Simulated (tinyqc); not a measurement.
Worked calculation: inverse iteration on a symmetric matrix. One step of it, computed by the program tinyqc.

Task: Step 3. solve (A - shift) w = v; v' = w/|w| with its largest component positive (the first on a tie); lambda = v'^T A v'.

A, lower triangle:
```
           1         2         3         4
1   0.060000
2  -1.220000  2.180000
3   1.253000  0.238000  2.818000
4   0.735000  1.003000  0.530000  3.631000
```

vector after step 2: 0.040745  0.711161  0.621630  -0.325832

shift = 1.240000

Give: vector after step 3; Rayleigh quotient after step 3.

Result:

vector after step 3: -0.2728  0.6073  0.6127  -0.4259

Rayleigh quotient after step 3 = 2.0628
